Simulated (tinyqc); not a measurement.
Arrhenius fit: deep-level transient spectroscopy (DLTS) of one majority-carrier trap. Computed by tinyqc, a small Python program. Command: `OMP_NUM_THREADS=1 python tinyqc.py 3030538 3030539 out.jsonl dlts walk`. One thread of a shared host (Intel(R) Xeon(R) Processor @ 2.30GHz), about 0.07 s of CPU time with the checks.

A filling pulse loads the traps in a one-sided junction; under reverse bias they empty at the rate e, and the capacitance relaxes as C(t) = C_0 - dC exp(-e t). The signal is S = [C(t_2) - C(t_1)]/dC.

Inputs (values chosen for the exercise, with mass and screening modelled on InP): density-of-states mass m = 0.603 m_0; valleys M = 1; trap depth E_t = 0.335 eV; cross-section sigma_0 = 2e-17 cm^2; degeneracy ratio g = 0.5; gate time t_1 = 0.004 s; ratio t_2/t_1 = 5.

Carriers: holes. Extra term: none.

Constants: k_B = 8.617333262e-05 eV/K; k_B = 1.380649e-23 J/K; m_0 = 9.1093837015e-31 kg; h = 6.62607015e-34 J s.

Method:
- e = g sigma v N_b exp(-E/k_B T), v = sqrt(3 k_B T/m), N_b = 2 M (2 pi m k_B T/h^2)^(3/2), sigma = sigma_0, E = E_t.
- S(e) = exp(-e t_1) - exp(-e t_2) peaks at the rate window e_0 = ln(t_2/t_1)/(t_2 - t_1).
- t_1 is scaled by 0.1, 0.3, 1, 3, 10 and 30 at fixed t_2/t_1; each T_p by bisection.
- Least squares of ln(e_0/T_p^2) on 1/(k_B T_p): slope -E_a, intercept ln(gamma sigma_a) with gamma = v N_b/T^2 = sqrt(3 k_B/m) 2 M (2 pi m k_B/h^2)^(3/2). For comparison, the slope of ln e_0 alone.

Arrhenius data:
```
t_1 (s)    e_0 (1/s)  T_p (K)  1/(k_B T_p) (1/eV)  ln(e_0/T_p^2)
0.0004   1.00590e+03  273.835             42.3778       -4.31141
0.0012   3.35300e+02  256.375             45.2639       -5.27826
0.0040   1.00590e+02  239.508             48.4515       -6.34612
0.0120   3.35300e+01  225.854             51.3806       -7.32734
0.0400   1.00590e+01  212.496             54.6105       -8.40938
0.1200   3.35300e+00  201.557             57.5744       -9.40229
```

apparent depth E_a = 0.335 eV

intercept = 9.8851

gamma = 1.9637e+21 cm^-2 s^-1 K^-2

apparent cross-section = 1.00e-17 cm^2

slope without T^2 = 0.37527 eV

What does the comparison show, and why?

The apparent depth is 0.3350 eV against E_t = 0.335 eV, and the apparent cross-section is 0.500 times sigma_0: only the degeneracy ratio enters. Leaving out the T^2 factor overstates the slope by 40 meV, about 2 k_B T_p.

Extremes, crossings and ranges named in words are read from the listed rows.
